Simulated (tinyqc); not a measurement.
Speed against selectivity over temperature: anisotropic wet etching of Si(100): plane rates, V-grooves, membranes and undercut. Computed by tinyqc, a small Python program. Command: `OMP_NUM_THREADS=1 python tinyqc.py 3004947 3004948 out.jsonl wetetch walk`. One thread of a shared host (Intel(R) Xeon(R) Processor @ 2.30GHz), about 0.01 s of CPU time with the checks.

A long slot opens the mask on a (100) wafer. The floor etches at R100; (111) walls stand at theta = arctan(sqrt2) = 54.7356 degrees to the surface and recede at R111 along their normal.

Inputs (values chosen for the exercise, close to those used for potassium hydroxide solutions):

| quantity | value | unit |
|---|---|---|
| prefactor k0 of the (100) rate | 4.3e+08 | um/min |
| activation energy of (100), E | 0.594 | eV |
| ratio (100)/(111) at 80 C | 160 | - |
| extra energy of (111), dE | 0.11 | eV |
| ratio (100)/oxide at 80 C | 230 | - |
| extra energy of the oxide, dE_ox | 0.29 | eV |
| misalignment of the mask | 0 | degrees |
| wafer thickness d | 675 | um |
| membrane thickness wanted | 30 | um |

Constants: k_B = 8.617333262e-05 eV/K.

Method:
- R100 = k0 exp(-E/(k_B T)); a ratio given at 80 C scales as exp[(extra energy/k_B)(1/T - 1/353.15 K)]; R111 and R_ox follow by division.
- Temperatures in kelvin are T(C) + 273.15.
- Each row etches to the depth d - membrane; undercut per side = (R111/sin(theta) + R100 sin(misalignment)) x time.

Etching to a fixed depth:

| T (C) | R100 (um/min) | R100/R111 | time (h) | undercut (um) | oxide consumed (nm) |
|---|---|---|---|---|---|
| 30 | 0.0573 | 290.43 | 187.50 | 2.7200 | 582.4 |
| 40 | 0.1185 | 253.89 | 90.71 | 3.1115 | 830.2 |
| 50 | 0.2342 | 223.80 | 45.90 | 3.5298 | 1157.8 |
| 60 | 0.4443 | 198.77 | 24.20 | 3.9742 | 1582.6 |
| 70 | 0.8119 | 177.77 | 13.24 | 4.4436 | 2124.4 |
| 80 | 1.4340 | 160.00 | 7.50 | 4.9373 | 2804.3 |
| 90 | 2.4545 | 144.84 | 4.38 | 5.4540 | 3645.8 |
| 100 | 4.0821 | 131.82 | 2.63 | 5.9927 | 4673.6 |

What does the comparison show, and why?

From 30 to 100 C the time falls by a factor 71.2, while the oxide loss grows by 8.02 and the undercut by 2.20: the slower planes and the mask have the higher activation energies, so heat costs selectivity.
